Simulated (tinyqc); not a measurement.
## Electron continuity equation in a given potential, Scharfetter-Gummel discretisation: three discretisations compared

Steady state in one dimension: J = q mu n E + q D dn/dx with E = -dpsi/dx and D = mu Vt, dJ/dx = 0, fixed densities nL and nR at the ends. The potential is given, psi = U x/L, and is not changed by the electrons.

11 equal intervals. Fluxes J_i = (q D/h)(n_(i+1) P_i - n_i Q_i), d_i = (psi_(i+1) - psi_i)/Vt: Scharfetter-Gummel P = B(d), Q = B(-d), B(d) = d/(exp(d) - 1); central P = 1 - d/2, Q = 1 + d/2; upwind P = 1 + max(-d, 0), Q = 1 + max(d, 0). Balance at each inner node: J_i - J_(i-1) = 0. The reference is Scharfetter-Gummel on 2200 intervals.

Values chosen for this exercise; mobility that of a made-up semiconductor: temperature T = 293 K; electron mobility mu = 218 cm^2/(V s); length of the region L = 13 um; density at x = 0 nL = 5.3e12 cm^-3; density at x = L nR = 4e13 cm^-3; potential difference psi(L) - psi(0) U = -1.4 V.

Constants: q = 1.602176634e-19 C, kB = 1.380649e-23 J/K, Vt = kB T/q. Results are converted to the units shown.

Densities (cm^-3):
```
node	Scharfetter-Gummel	central	upwind	reference
0	5.3000e12	5.3000e12	5.3000e12	5.3000e12
1	3.9776e13	5.4981e13	3.4256e13	3.9776e13
2	3.9999e13	3.3525e13	3.9049e13	3.9999e13
3	4.0000e13	4.2792e13	3.9843e13	4.0000e13
4	4.0000e13	3.8790e13	3.9974e13	4.0000e13
5	4.0000e13	4.0518e13	3.9996e13	4.0000e13
6	4.0000e13	3.9771e13	3.9999e13	4.0000e13
7	4.0000e13	4.0094e13	4.0000e13	4.0000e13
8	4.0000e13	3.9955e13	4.0000e13	4.0000e13
9	4.0000e13	4.0015e13	4.0000e13	4.0000e13
10	4.0000e13	3.9989e13	4.0000e13	4.0000e13
11	4.0000e13	4.0000e13	4.0000e13	4.0000e13
```

What does the table show?

Largest errors as a share of the largest reference density listed: Scharfetter-Gummel under 1e-7 %, central 38 %, upwind 14 %. The largest |d| is 5.04. Central differences oscillate from node to node, since P or Q changes sign once |d| exceeds 2. Upwinding stays positive but acts as if D were larger by the factor 1 + |d|/2, up to 3.52 here.

Computed by the program tinyqc: `OMP_NUM_THREADS=1 python tinyqc.py 2220143 2220144 out.jsonl`, one thread of a shared Intel Xeon 2.30GHz, about 0.01 s for the whole run.
